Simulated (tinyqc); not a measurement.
Geometry optimisation on the UHF/6-31g surface (energies and gradients from PySCF), for H2+, spin multiplicity 2, step by step. One step of it, computed by the program tinyqc.

Question. Step 1: move. Quasi-Newton step p = -H^(-1) g (first H = 0.6 times the unit matrix); steps longer than 0.5 bohr are cut back.

positions at the start (bohr):
```
           x         y         z
1H  0.000000  0.000000  0.000000
2H  0.000000  0.000000  1.536347
```

gradient (hartree/bohr):
```
             x           y            z
1H  0.00000000  0.00000000   0.07784365
2H  0.00000000  0.00000000  -0.07784365
```

Give: positions after step 1.

Answer.

positions after step 1 (bohr):
```
        x      y       z
1H  0.000  0.000  -0.130
2H  0.000  0.000   1.666
```
